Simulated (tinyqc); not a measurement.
# Changing the mass of the heavy element at fixed Z and stopping

Model: Rutherford backscattering from a thin compound film on silicon: kinematics, yields, composition and thickness. Computed by tinyqc, a small Python program. Command: `OMP_NUM_THREADS=1 python tinyqc.py 3031035 3031036 out.jsonl rbs sweep`. One thread of a shared host (Intel(R) Xeon(R) Processor @ 2.30GHz), about 0.01 s of CPU time with the checks.

Singly charged helium ions (Z1 = 2, M1 = 4.0026 u) enter at the tilt angle a1 to the normal and leave at a2 = |180 - theta - tilt| in the same plane. The film is A B_x.

Inputs (values chosen for the exercise, modelled on a helium beam on TaN): beam energy E0 = 2.3 MeV; scattering angle theta = 150 degrees; tilt of the sample = 0 degrees; heavy element: stopping eps_A at 2 MeV = 111 1e-15 eV cm^2; light element: mass M_B = 14 u; light element: stopping eps_B at 2 MeV = 33.1 1e-15 eV cm^2; atoms of B per atom of A, x = 1; atomic density of the film = 88.8 1/nm^3; film thickness d = 61 nm; detector resolution (FWHM) = 15 keV.

Method:
- Kinematic factor K = [(sqrt(M^2 - M1^2 sin^2 theta) + M1 cos theta)/(M + M1)]^2.
- Surface edges lie at K E0; substrate silicon has M = 28.09 u. Mass resolution at M_A = resolution/(E0 dK/dM).
- Stopping per atom eps(E) = eps(2 MeV) (E/2 MeV)^(-0.4) (a law chosen for the exercise); Bragg rule eps_film = (eps_A + x eps_B)/(1 + x); areal density N d, with 1/nm^2 = 0.1 x 1e15/cm^2.
- Width of the signal of element i: [K_i eps(E0)/cos a1 + eps(K_i E0)/cos a2] N d; depth resolution = resolution x d/width of A; energy lost on the way in = eps(E0) N d/cos a1.

One run for each value:
```
heavy element: mass M_A (u)  mass resolution at M_A (u)  depth resolution (nm)
30                                                0.636                 12.293
45                                                1.223                 12.177
60                                                2.007                 12.064
80                                                3.359                 11.955
110                                               6.043                 11.850
140                                               9.513                 11.785
170                                              13.768                 11.740
200                                              18.810                 11.707
```

What does the table show, and why?

Over the rows, mass resolution at M_A (u) rises from 0.636 to 18.8 (exponent d ln y / d ln x 1.6 between the first rows and 1.9 between the last); depth resolution (nm) falls from 12.3 to 11.7 (exponent d ln y / d ln x -0.023 between the first rows and -0.017 between the last). For M much above M1, 1 - K falls as 1/M, so dK/dM falls as 1/M^2.
